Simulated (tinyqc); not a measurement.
Choosing the offset: vacuum evaporation: vapour pressure, source flux, thickness distribution, purity and step coverage. Computed by tinyqc, a small Python program. Command: `OMP_NUM_THREADS=1 python tinyqc.py 3112992 3112993 out.jsonl evap walk`. One thread of a shared host (Intel(R) Xeon(R) Processor @ 2.30GHz), about 0.01 s of CPU time with the checks.

Molecular flow, unit sticking of the metal, no re-evaporation. The background gas is taken as water vapour (18.015 g/mol, collision diameter 0.37 nm) at 300 K.

Inputs (values chosen for the exercise, modelled on aluminium, with constants for the liquid): directionality n = 1; source-to-wafer distance h = 41 cm; wafer radius R = 15 cm.

Method. Rotating wafer, source offset by s and facing upwards: thickness at radius r is the mean over the angle a of (1 + (r^2 + s^2 - 2 r s cos a)/h^2)^(-(n + 3)/2), by 360 equal steps; non-uniformity (max - min)/(max + min) over 21 radii from 0 to R. The curvature at the centre vanishes at s/h = sqrt(2/(n + 3)).

Against the offset:
```
s/h  centre thickness  edge over centre  non-uniformity (%)
0.0            1.0000            0.7778              12.496
0.2            0.9246            0.8036              10.889
0.4            0.7432            0.8697               6.969
0.5            0.6400            0.9096               4.735
0.6            0.5407            0.9491               2.612
0.7            0.4504            0.9853               0.743
0.8            0.3718            1.0162               0.802
0.9            0.3052            1.0410               2.009
1.1            0.2047            1.0732               3.529
```

What follows from these numbers?

The best row, s/h = 0.7, has 0.74 % against 12 % on the axis, at the price of a rate lower by a factor 2.22; the small-wafer optimum is sqrt(2/(n + 3)) = 0.71.

Extremes, crossings and ranges named in words are read from the listed rows.
